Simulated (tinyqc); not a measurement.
Raman shift of the zone-centre optical phonon of a diamond-structure crystal under stress: one step, computed by the program tinyqc.

Axes x, y, z are the cube axes. Strain shifts the threefold optical mode and can split it; p, q and r are the phonon deformation potentials.

Question. Compliances. S11 = (C11 + C12)/D, S12 = -C12/D, D = (C11 - C12)(C11 + 2 C12), S44 = 1/C44.

Inputs (values chosen for the exercise, modelled on silicon): C11 = 167 GPa; C12 = 63.02 GPa; C44 = 78.82 GPa.

Stress state: hydrostatic. Axis: none.

Give: S11; S12; S44.

Answer.

S11 = 7.549 1/TPa

S12 = -2.068 1/TPa

S44 = 12.69 1/TPa
